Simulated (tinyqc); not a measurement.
Comparisons within one model: Koster-Slater impurity in an sp3s* host. A value that a table varies takes the place of the one given here.

sp3s* tight binding, nearest neighbours only: anion (a) at 0, cation (c) at a/4 (1,1,1), orbitals s, px, py, pz, s* on each; k in units of 2 pi/a. With phases e_j = exp(i (pi/2) k.n_j) for n = (1,1,1), (1,-1,-1), (-1,1,-1), (-1,-1,1): g0 = (e1+e2+e3+e4)/4, g1 = (e1+e2-e3-e4)/4, g2 = (e1-e2+e3-e4)/4, g3 = (e1-e2-e3+e4)/4. The diagonal holds the levels Esa, Epa, Exa (s*) and Esc, Epc, Exc. Anion-cation block: <sa|sc> = Vss g0; <sa|xc> = Vsapc g1; <xa|sc> = -Vscpa g1; <xa|xc> = Vxx g0; <xa|yc> = <ya|xc> = Vxy g3, <xa|zc> = <za|xc> = Vxy g2, <ya|zc> = <za|yc> = Vxy g1; <s*a|xc> = Vxapc g1; <xa|s*c> = -Vpaxc g1; y and z take g2 and g3 in place of g1; s-s* and s*-s* vanish.

A defect on an anion site (a) shifts the s level there by Vs or the three p levels by Vp and leaves the rest. A level in the gap solves 1/Vs = G_s(E) (symmetry A1) or 1/Vp = G_p(E) (T2, threefold), with G(E) = (1/N^3) sum over k and bands of w/(E - e), where w is the weight of the state on the s orbital of that site, or the mean weight on its px, py, pz. Mesh: k = f1 (-1,1,1) + f2 (1,-1,1) + f3 (1,1,-1), f = (j + 1/2)/N, j = 0 to N - 1. Energies from the top of the valence band at Gamma; the s* orbital of the site is left as it is. An infinite shift removes the s or p orbitals, the model of the ideal vacancy: G(E) = 0.

Values chosen for the exercise (out of a larger set: near a published set for GaP; not measured data): p = (-8.054, 1.13, -2.186, 4.131, 8.529, 7.216, -7.473, 2.137, 5.15, 4.31, 6.299, 4.673, 5.112) eV (order Esa, Epa, Esc, Epc, Exa, Exc, Vss, Vxx, Vxy, Vsapc, Vscpa, Vxapc, Vpaxc); N = 5 (mesh); V = 16.2 eV (shift of the p levels).

## Level against strength of the defect

Eg (smallest gap of the host) = 2.34926 eV

A dash: no level in the gap from 0 to Eg. The last row is the ideal vacancy.

Levels (eV above the valence band):

| shift (eV) | A1 | T2 |
|---|---|---|
| -40 | 1.429 | 2.206 |
| -20 | 1.657 | 2.305 |
| -12 | 1.853 | - |
| -8 | 2.005 | - |
| -5 | 2.153 | - |
| -3 | 2.265 | - |
| +3 | - | - |
| +5 | - | 0.257 |
| +8 | - | 0.778 |
| +12 | - | 1.203 |
| +20 | - | 1.577 |
| +40 | 0.539 | 1.836 |
| vacancy | 1.081 | 2.050 |

What does this show, and why?

A1: a level lies in the gap for the attractive shifts -3, -5, -8, -12, -20 and -40 eV and for the repulsive +40 eV; both branches tend to the vacancy level, 1.081 eV, which pins them. T2: a level lies in the gap for the attractive shifts -20 and -40 eV and for the repulsive +5, +8, +12, +20 and +40 eV; both branches tend to the vacancy level, 2.050 eV, which pins them. A level passes the edges where the shift equals 1/G, a value that is sensitive to the mesh there: on this one 1/G(0) = 23.2 and 1/G(Eg) = -1.3 eV for s, 3.6 and -14.0 eV for p.

## Convergence with the mesh

The same level (G_p = 1/V) on meshes of growing size; a dash: no level from 0 to Eg.

Mesh:

| N | points | G_p(Eg/2) (1/eV) | level (eV) |
|---|---|---|---|
| 2 | 8 | 0.08912 | 1.4754 |
| 3 | 27 | 0.08633 | 1.4495 |
| 4 | 64 | 0.08596 | 1.4463 |
| 6 | 216 | 0.08589 | 1.4457 |
| 8 | 512 | 0.08588 | 1.4457 |

How do the results move?

Against N = 8, G at mid-gap is off by +0.00323 at N = 2 and 0.00000 1/eV at N = 6; the level moves by 0.0 meV from N = 6 to 8. Errors in G are magnified in the level by 1/|dG/dE|, and a level near a band edge needs the finest mesh, since the sum there is ruled by few points.

tinyqc: `OMP_NUM_THREADS=1 python tinyqc.py 1451328 1451329 out.jsonl`; about 0.08 s, one thread, shared Intel(R) Xeon(R) Processor @ 2.30GHz.
